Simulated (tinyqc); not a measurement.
# Dose and depth of a threshold implant

Inverse problem. A sheet of D acceptors per cm^2 lies at depth xi inside the depleted layer of a body doped Na. In the depletion approximation VT = Vfb + f2 + q D/Cox + gamma sqrt(f2 + Vsb - q D xi/(eps0 eps_r)), gamma = sqrt(2 eps0 eps_r q Na)/Cox, Cox = eps0 eox/tox. Find gamma, D and xi.

Values chosen for this exercise; band and dielectric values close to those of silicon:
- eps_r = 11.9 (relative permittivity)
- Na = 1.4e16 cm^-3 (acceptor density deep in the body)
- eox = 7.45 (relative permittivity of the gate insulator (close to silicon nitride))
- tox = 8 nm (insulator thickness)
- Vfb = -0.71 V (flat-band voltage)
- f2 = 0.738 V (band bending 2 phiF at threshold)

Constants: q = 1.602176634e-19 C, eps0 = 8.8541878128e-14 F/cm where lengths are in cm. Results are converted to the units shown.

VT against the source at Vsb = 0 and 1.1 V (V): 0.28160003  0.32630741

Solution. With y^2 = f2 - q D xi/(eps0 eps_r) and d the difference of the thresholds over gamma, sqrt(y^2 + Vsb) - y = d gives y = (Vsb - d^2)/(2 d). The first threshold then gives D, and y^2 gives xi.

gamma = 0.0834 V^0.5
D = 9.80e11 cm^-2
xi = 11.0 nm

tinyqc, about 0.3 s, one thread, Intel Xeon 2.30GHz (shared host): `OMP_NUM_THREADS=1 python tinyqc.py 2080014 2080015 out.jsonl`
